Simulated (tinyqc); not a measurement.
Bandgap voltage reference from two bipolar transistors: one step of the calculation.

Two transistors of area 1 and N carry the same current I. Is(T) = Is (T/T0)^eta exp[(Vg0 q/kB)(1/T0 - 1/T)], VBE1 = Vt ln(I/Is(T)) + I rb, VBE2 = Vt ln(I/(N Is(T))) + I rb/N. The amplifier forces I R1(T) = VBE1 - VBE2 + Vos, with R(T) = R (1 + tc (T - T0)) for both resistors, and the output is Vref = VBE1 + I R2(T). Base currents and the Early effect are neglected.

Question. Resistor for zero slope at T0, ideal case. With tc = 0, Vos = 0 and rb = 0 the current is proportional to T, dVBE/dT = (VBE - Vg0 - (eta - 1) Vt)/T, and Vref has zero slope at T0 when Vref = Vg0 + (eta - 1) Vt0. Find VBE1, its slope, that Vref, R2/R1 and the curvature d2Vref/dT2 = -(eta - 1) kB/(q T0).

Values chosen for this exercise; values of the order met in silicon bipolar transistors:
- T0 = 298 K (reference temperature)
- Vg0 = 1.147 V (band-gap voltage extrapolated to 0 K)
- eta = 3.3 (temperature exponent of the saturation current)
- Is = 1.6e-16 A (saturation current of the unit transistor at T0)
- N = 24 (area ratio of the second transistor)
- R1 = 5 kohm (resistor across which the difference of VBE falls, at T0)

Constants: q = 1.602176634e-19 C, kB = 1.380649e-23 J/K. Results are converted to the units shown.

Wanted: VBE1; dVBE/dT; Vref; R2/R1; curvature.

Answer.

VBE1 = 0.65094 V
dVBE/dT = -1.8628 mV/K
Vref = 1.2061 V
R2/R1 = 6.8021
curvature = -0.66510 uV/K^2

Numbers from tinyqc (`OMP_NUM_THREADS=1 python tinyqc.py 2062002 2062003 out.jsonl`; about 0.02 s on one thread of a shared Intel Xeon 2.30GHz).
